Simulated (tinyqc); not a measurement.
# Electron mobility in a silicon inversion layer, empirical terms and Matthiessen rule: several studies

Inversion layer of sheet density Ns on a uniformly doped body. The mobility terms are empirical power laws with prefactors chosen for the exercise; adding their inverses (Matthiessen) is itself an approximation.

Inputs (values chosen for the exercise); material values close to those of silicon: temperature T = 293 K; band gap Eg = 1.11 eV; relative permittivity of the semiconductor eps_r = 11.6; conduction-band density of states at T Nc = 2.7e19 cm^-3; valence-band density of states at T Nv = 2.53e19 cm^-3; body doping Nb = 1.9e18 cm^-3; reverse body bias Vsb = 1 V; weight of the inversion charge in the effective field eta = 0.5; phonon-limited mobility at 1 MV/cm and 300 K Ap = 450 cm^2/(V s); roughness-limited mobility at 1 MV/cm As = 983 cm^2/(V s); exponent of the roughness term gs = 2; Coulomb prefactor Ac = 3900 cm^2/(V s); charge at the interface Nit = 2.6e10 cm^-2; inversion density Ns = 5.1e11 cm^-2.

Constants: q = 1.602176634e-19 C, kB = 1.380649e-23 J/K, Vt = kB T/q, eps0 = 8.8541878128e-14 F/cm where lengths are in cm. Results are converted to the units shown.

Each table varies one quantity; the others keep the values above.

## Effect of the body doping

ni = sqrt(Nc Nv) exp(-Eg/(2 Vt)), Eg in volts; Ndep = sqrt(2 eps0 eps_r Nb (2 Vt ln(Nb/ni) + Vsb)/q); E = q (Ndep + eta Ns)/(eps0 eps_r), in MV/cm. With t = T/(300 K): muC = Ac (Ns/1e12 cm^-2) t/(Nb/1e17 cm^-3 + Nit/1e11 cm^-2), muP = Ap E^(-1/3) t^(-1.75), muS = As E^(-gs); 1/mu is the sum of the inverses.

Effect of the body doping:

| Nb (cm^-3) | E (MV/cm) | muC (cm^2/(V s)) | muP (cm^2/(V s)) | muS (cm^2/(V s)) | mu (cm^2/(V s)) |
|---|---|---|---|---|---|
| 2e16 | 0.14420 | 4223.0 | 894.33 | 47271 | 726.69 |
| 4.4e16 | 0.19642 | 2775.1 | 806.79 | 25478 | 610.10 |
| 9.7e16 | 0.27494 | 1579.3 | 721.23 | 13004 | 476.97 |
| 2.1e17 | 0.38946 | 823.13 | 642.20 | 6480.6 | 341.72 |
| 4.7e17 | 0.56859 | 391.65 | 566.10 | 3040.6 | 215.12 |
| 1e18 | 0.81880 | 189.34 | 501.30 | 1466.2 | 125.65 |
| 2.3e18 | 1.2339 | 83.516 | 437.25 | 645.61 | 63.252 |
| 5e18 | 1.8177 | 38.651 | 384.28 | 297.50 | 31.411 |

As Nb goes from 2e16 to 5e18 cm^-3, E rises from 0.144 to 1.82 MV/cm and mu falls from 727 to 31.4 cm^2/(V s). The smallest term is the phonon one in the first row and the Coulomb one in the last. At Nb = 5e18 cm^-3 E passes 1.5 MV/cm, beyond the usual range of such laws.

## Effect of the reverse body bias

Same model as above.

The same in every row: muC (cm^2/(V s)) = 100.9.

Effect of the reverse body bias:

| Vsb (V) | E (MV/cm) | muP (cm^2/(V s)) | muS (cm^2/(V s)) | mu (cm^2/(V s)) |
|---|---|---|---|---|
| 0 | 0.8010 | 505.0 | 1532 | 79.70 |
| 0.4 | 0.9434 | 478.2 | 1104 | 77.45 |
| 0.8 | 1.066 | 459.1 | 864.6 | 75.47 |
| 1.2 | 1.176 | 444.3 | 710.9 | 73.68 |
| 1.6 | 1.276 | 432.4 | 603.9 | 72.03 |
| 2 | 1.368 | 422.4 | 525.0 | 70.49 |
| 2.4 | 1.455 | 413.9 | 464.5 | 69.04 |

What does the table show?

As Vsb goes from 0 to 2.4 V, E rises from 0.801 to 1.45 MV/cm and mu falls from 79.7 to 69.0 cm^2/(V s). The Coulomb term is the smallest in the first and the last row.

## Effect of the charge at the interface

Same model as above.

The same in every row: E (MV/cm) = 1.1225; muP (cm^2/(V s)) = 451.26; muS (cm^2/(V s)) = 780.16.

Results:

| Nit (cm^-2) | muC (cm^2/(V s)) | mu (cm^2/(V s)) |
|---|---|---|
| 1e10 | 101.71 | 75.019 |
| 3.2e10 | 100.55 | 74.387 |
| 1e11 | 97.129 | 72.499 |
| 3.2e11 | 87.504 | 66.998 |
| 1e12 | 66.986 | 54.270 |
| 1e13 | 16.324 | 15.443 |

Estimate the missing row, Nit = 3.2e12 cm^-2.

Computed row:

| Nit (cm^-2) | muC (cm^2/(V s)) | mu (cm^2/(V s)) |
|---|---|---|
| 3.2e12 | 38.090 | 33.612 |

With this row back in the table: As Nit goes from 1e10 to 1e13 cm^-2, E stays at 1.12 MV/cm and mu falls from 75.0 to 15.4 cm^2/(V s). The Coulomb term is the smallest in the first and the last row.

tinyqc, about 0.01 s, one thread, Intel Xeon 2.30GHz (shared host): `OMP_NUM_THREADS=1 python tinyqc.py 2510084 2510085 out.jsonl`
